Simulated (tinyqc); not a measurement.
# Trap density from two Hall measurements

Problem. p-type body, charge-sheet picture, full ionisation (an idealisation for deep acceptors), Boltzmann statistics for free electrons. e = Ec - EF at the surface. psi = Eg - Vt ln(Nv/Na) - e; N_dep = sqrt(2 eps0 eps_r Na (psi - Vt)/q); n_f = sqrt(N_dep^2 + 2 eps0 eps_r Vt Nc exp(-e/Vt)/q) - N_dep; Vg = Vfb + psi + q (N_dep + n_t + n_f)/Cox, Cox = eps0 eox/tox. Find e and n_t at both points and the mean trap density between them.

Inputs (values chosen for the exercise); band and dielectric values close to those of 4H silicon carbide: temperature T = 300 K; band gap Eg = 3.25 eV; relative permittivity eps_r = 9.52; conduction-band density of states at T Nc = 1.68e19 cm^-3; valence-band density of states at T Nv = 2.53e19 cm^-3; relative permittivity of the insulator eox = 3.9; insulator thickness tox = 63 nm; acceptor density Na = 5.5e16 cm^-3; flat-band voltage without trapped charge Vfb = -2.73 V.

Constants: q = 1.602176634e-19 C, kB = 1.380649e-23 J/K, Vt = kB T/q, eps0 = 8.8541878128e-14 F/cm where lengths are in cm. Results are converted to the units shown.

Vg (V): 4.4681658  5.2332180
free sheet density from the Hall effect (cm^-2): 6.9007259e8  2.2760645e10

Answer. Each n_f fixes e; what the gate voltage holds beyond psi, N_dep and n_f is trapped; the difference quotient is the density, smeared over a few Vt.

e (eV): 0.2030  0.1120
n_t (cm^-2): 1.866e11  3.748e11
mean trap density = 2.068e12 cm^-2 eV^-1

tinyqc, about 0.02 s, one thread, Intel Xeon 2.30GHz (shared host): `OMP_NUM_THREADS=1 python tinyqc.py 2222236 2222237 out.jsonl`
